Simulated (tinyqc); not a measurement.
Gated two-dimensional channel with two bands, quantum capacitance: effect of the gate voltage.

phi is the Fermi level above the lowest band edge, in volts; Vg is counted from the gate voltage at which an empty channel would have phi = 0. The channel has no thickness; trap charge is -q Dit phi.

D1 = gv md m0 q/(pi hbar^2), D2 = g2 m2 m0 q/(pi hbar^2) per eV; n1 = D1 Vt ln(1 + exp(phi/Vt)), n2 = D2 Vt ln(1 + exp((phi - E2)/Vt)), n = n1 + n2; Cq = q dn/dphi = q [D1/(1 + exp(-phi/Vt)) + D2/(1 + exp((E2 - phi)/Vt))]. Cox = eps0 eox/tox; Vg = phi + q (n + Dit phi)/Cox. 1/C_G = 1/Cox + 1/(Cq + q Dit); dphi/dVg = Cox/(Cox + Cq + q Dit).

Values chosen for this exercise; lowest band close to that of a thin germanium body: temperature T = 400 K; relative permittivity of the gate insulator (close to silicon dioxide) eox = 3.9; insulator thickness tox = 1.1 nm; in-plane mass md = 0.0822 m0; valley degeneracy gv = 1; in-plane mass of a second band, chosen freely m2 = 0.2 m0; valley degeneracy of that band, chosen freely g2 = 6; second band edge above the first E2 = 0.29 eV; density of traps Dit = 0 cm^-2 eV^-1.

Constants: q = 1.602176634e-19 C, kB = 1.380649e-23 J/K, hbar = 1.054571817e-34 J s, m0 = 9.1093837015e-31 kg, Vt = kB T/q, eps0 = 8.8541878128e-14 F/cm where lengths are in cm. Results are converted to the units shown.

The same in every row: Cox (uF/cm^2) = 3.1392.

Effect of the gate voltage:
```
Vg (V)    phi (V)  n (cm^-2)  Cq (uF/cm^2)  C_G (uF/cm^2)  dphi/dVg  share of the second band (%)
-0.2     -0.20018   3.5627e9      0.016535       0.016448   0.99476                       0.32338
0       -0.024333  4.7677e11        1.8270         1.1549   0.63211                       0.39696
0.2      0.069377  2.5594e12        4.9861         1.9264   0.38635                        1.1202
0.4       0.14076  5.0793e12        6.4546         2.1120   0.32721                        4.4520
0.6       0.19702  7.8957e12        10.553         2.4195   0.22927                        14.269
0.8       0.23361  1.1098e13        18.587         2.6856   0.14449                        27.706
1         0.25761  1.4546e13        28.064         2.8234   0.10060                        39.183
1.2       0.27523  1.8119e13        37.182         2.8948  0.077855                        47.840
1.4       0.28939  2.1761e13        45.300         2.9358  0.064808                        54.335
1.6       0.30147  2.5443e13        52.280         2.9614  0.056645                        59.312
```

What does the table show?

As Vg goes from -0.2 to 1.6, Cq rises from 0.0165 to 52.3 uF/cm^2, C_G/Cox rises from 0.00524 to 0.943 and n rises from 3.56e9 to 2.54e13 cm^-2. Cq is below Cox for Vg = -0.2, 0; there the density of states limits the response dn/dVg more than the insulator does. For Vg = 1.6 phi exceeds 0.3 V, where non-parabolicity and further bands matter for so light a mass. For Vg = 1.4, 1.6 the field in the insulator exceeds 10 MV/cm, beyond what real films hold.

Numbers from tinyqc (`OMP_NUM_THREADS=1 python tinyqc.py 2200143 2200144 out.jsonl`; about 0.01 s on one thread of a shared Intel Xeon 2.30GHz).
